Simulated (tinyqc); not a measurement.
Matthiessen's rule against the full average: mobility of a non-polar semiconductor in the relaxation-time approximation. Computed by tinyqc, a small Python program. Command: `OMP_NUM_THREADS=1 python tinyqc.py 3021456 3021457 out.jsonl rta walk`. One thread of a shared host (Intel(R) Xeon(R) Processor @ 2.30GHz), about 0.01 s of CPU time with the checks.

Each valley is treated as a sphere of mass m_d for states and rates, with one isotropic relaxation time; the conductivity mass m_c sets the current.

Inputs (values chosen for the exercise, modelled on holes in silicon):
```
quantity                                            value       unit
longitudinal mass m_l                               0.505        m_0
transverse mass m_t                                 0.505        m_0
equivalent valleys Z                                    1          -
non-parabolicity alpha                               0.27       1/eV
static permittivity eps_s                            11.7          -
density rho                                          2329     kg/m^3
sound velocity v_l                                   9270        m/s
acoustic deformation potential D_A                    5.9         eV
phonon energy hbar w                                 61.1        meV
optical or intervalley deformation potential D_o      8.8  1e8 eV/cm
final valleys Z_f                                       1          -
carrier density n                                 2.9e+14     1/cm^3
compensation ratio C                                    0          -
temperature T                                         200          K
```

Band: Kane. Impurity formula: Brooks-Herring. Further scattering: none.

Constants: k_B = 8.617333262e-05 eV/K; m_0 = 9.1093837015e-31 kg; e = 1.602176634e-19 C; hbar = 1.054571817e-34 J s; eps_0 = 8.8541878128e-12 F/m; k_B = 1.380649e-23 J/K; hbar = 6.582119569e-16 eV s.

Method:
- m_d = (m_l m_t^2)^(1/3); 1/m_c = (1/m_l + 2/m_t)/3; Hall mass factor A = 3 K_m (K_m + 2)/(2 K_m + 1)^2, K_m = m_l/m_t; N_I = n (1 + C)/(1 - C).
- Kane band: hbar^2 k^2/(2 m) = E (1 + alpha E), speed v = hbar k/(m (1 + 2 alpha E)), states per spin, volume and energy g(E) = m k (1 + 2 alpha E)/(2 pi^2 hbar^2); overlap factors are set to 1. Here m = m_d. Masses are multiplied by m_0 and all formulas are in SI units.
- The reduced Fermi level eta = E_F/(k_B T) solves n = 2 Z int g f dE with f = 1/(1 + exp(x - eta)) (Z = 1 unless valleys are given); screening length L_s = sqrt(eps_s eps_0 k_B T/(e^2 dn/deta)), dn/deta = 2 Z int g f (1 - f) dE.
- Integrals over x = E/(k_B T) use 160 Gauss-Legendre points in u = sqrt(x) from 0 to sqrt(max(eta, 0) + 32).
- Phonon occupation N_q = 1/(exp(hbar w/(k_B T)) - 1).
- Acoustic deformation potential (elastic, equipartition, absorption and emission together): 1/tau = 2 pi k_B T D_A^2 g(E)/(hbar rho v_l^2).
- Optical or intervalley deformation potential: 1/tau = (pi Z_f D_o^2/(rho w)) [N_q g(E + hbar w) + (N_q + 1) g(E - hbar w)], with g = 0 below the band edge.
- Each optical term is multiplied by (1 - f(E'))/(1 - f(E)), E' the final energy, for Pauli blocking.
- Singly charged impurities, momentum relaxation: 1/tau = N_I e^4 m (1 + 2 alpha E) Phi/(8 pi (eps_s eps_0)^2 hbar^3 k^3), with alpha = 0 for a parabolic band.
- Brooks-Herring: Phi = ln(1 + b) - b/(1 + b), b = 4 k^2 L_s^2.
- mu = (m_d/m_c) (2 Z e/(3 n k_B T)) int g v^2 tau f (1 - f) dE.
- Averages over x are split at the emission threshold x_0 = hbar w/(k_B T): 64 Gauss-Legendre points in sqrt(x) below it and 128 in sqrt(x - x_0) above it, up to x = max(eta, 0) + 32.
- Rates are added at each energy before the average. With <y> = int g v^2 y f (1 - f) dE: Hall factor r_H = A (3 n k_B T/(2 Z m_d)) <tau^2/(1 + 2 alpha E)>/<tau>^2 (alpha = 0 for a parabolic band); Hall mobility r_H mu; |S| = (k_B/e) (<x tau>/<tau> - eta); resistivity 1/(n e mu).
- Matthiessen's rule adds 1/mu of the separate processes.

acoustic mobility = 3405.61 cm^2/(V s)

optical mobility = 13042.2 cm^2/(V s)

ionised impurity mobility = 556976 cm^2/(V s)

drift mobility mu = 2465.46 cm^2/(V s)

Separate mobilities:
```
process           mu (cm^2/(V s))  share of the sum of 1/mu (%)
acoustic               3.4056e+03                        78.912
optical                1.3042e+04                        20.606
ionised impurity       5.5698e+05                         0.483
```

mobility by Matthiessen's rule = 2687.4 cm^2/(V s)

excess of Matthiessen's rule over the full mu = 9.0035 %

The rule gives 2687 against the full 2465, 9.0 % too high; it can only overestimate, since each separate average is carried by the energies where that process is weak. The largest shares are acoustic (79 %) and optical (21 %).

Extremes, crossings and ranges named in words are read from the listed rows.
